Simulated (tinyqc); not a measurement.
Round or elliptic silicon nanowire with anisotropic valleys (Ritz method), step by step. Values are carried at full precision from step to step, so a last printed digit may differ when a step is redone from the rounded ones.

Wire along x = [100] on a (001) wafer, y = [010], z = [001]. Valley groups, two valleys each (w = inverse masses): A, axis along z: w_y = 1/mt, w_z = 1/ml, m_x = mt; B, axis along y: w_y = 1/ml, w_z = 1/mt, m_x = mt; C, axis along x: w_y = w_z = 1/mt, m_x = ml.

Constants: hbar^2/2m0 = 3.80998211 eV angstrom^2; kB = 8.617333262e-05 eV/K.

Inputs chosen for the exercise (near those of a Si nanowire; shifted at random, so the results belong to these values and not to a real crystal):
```
symbol  value  unit      meaning
ml      0.901  m0        longitudinal mass
mt      0.19   m0        transverse mass
a       26     angstrom  semi-axis along y
b       38     angstrom  semi-axis along z
group   A                valley group worked out
T       300    K         temperature
```

## Stretching the ellipse

Scaling y by 1/sqrt(w_y) and z by 1/sqrt(w_z) makes the mass 1 and the semi-axes A = a/sqrt(w_y), B = b/sqrt(w_z). List them with the one-function estimate 3c (1/A^2 + 1/B^2) and the slender limit c (pi/2s)^2 (1 + 2s/(pi l)), s and l the smaller and larger of A, B; c = hbar^2/2m0.

Groups:
```
group  g      A      B  axis ratio  one function (eV)  slender limit (eV)
A      2  11.33  36.07       3.183             0.0978              0.0878
B      2  24.68  16.56       1.490             0.0604              0.0489
C      2  11.33  16.56       1.462             0.1307              0.1051
```

The one-function value suits axis ratios near 1 and the slender limit ratios well above 2.

## Matrices of three even functions

Hard wall on the ellipse (y/a)^2 + (z/b)^2 = 1, c = hbar^2/2m0. With u = y/a, v = z/b the operator is -c [(w_y/a^2) d2/du2 + (w_z/b^2) d2/dv2] on the unit disc. Basis (1 - u^2 - v^2) u^i v^j; S, X and Y are the disc integrals of f f', (df/du)(df'/du) and (df/dv)(df'/dv), from the integral of u^p v^q = 2 Gamma((p+1)/2) Gamma((q+1)/2)/((p + q + 2) Gamma((p+q+2)/2)) for even p, q; H = c (w_y X/a^2 + w_z Y/b^2).

Basis 1, u^2, v^2 times (1 - u^2 - v^2); form S and H for the chosen group.

S:
```
            1       u^2       v^2
1    1.047198  0.130900  0.130900
u^2  0.130900  0.039270  0.013090
v^2  0.130900  0.013090  0.039270
```

H (meV):
```
            1      u^2      v^2
1    102.3905  17.0651  17.0651
u^2   17.0651  21.9312   2.1331
v^2   17.0651   2.1331   7.9327
```

## Lowest level in this basis

Solve H p = E S p for the wire level; give E, the ratios p2/p1 and p3/p1, and H11/S11.

E = 91.1 meV

ratios: -0.22  -1.13

one function = 97.8 meV

The two added functions lower the level by 6.6 meV (6.8 %), mostly by narrowing the state along v, the direction in which the stretched ellipse is long.

## Subbands

Converged values use 21 functions of each parity class (e or o in u, then in v).

The nine lowest levels of all groups and parity classes.

Subbands:
```
group, parity  g  m_x (m0)  E (eV)
B ee           2    0.1900  0.0580
A ee           2    0.1900  0.0909
B oe           2    0.1900  0.1190
C ee           2    0.9010  0.1254
A eo           2    0.1900  0.1315
B eo           2    0.1900  0.1748
A ee           2    0.1900  0.1833
B ee           2    0.1900  0.2069
A eo           2    0.1900  0.2470
```

At 300 K and without degeneracy the populations go as g sqrt(m_x) exp(-E/kB T): among these nine the lowest level holds 62 % and the light transport mass mt 90 % of the electrons.

## Checks

- Circle of radius a with both masses mt against c (2.404826/R)^2/m, eV: both 0.1715.

(tinyqc, `OMP_NUM_THREADS=1 python tinyqc.py 1251626 1251627 out.jsonl`, Intel(R) Xeon(R) Processor @ 2.30GHz, 1 thread, shared host, about 0.03 s.)
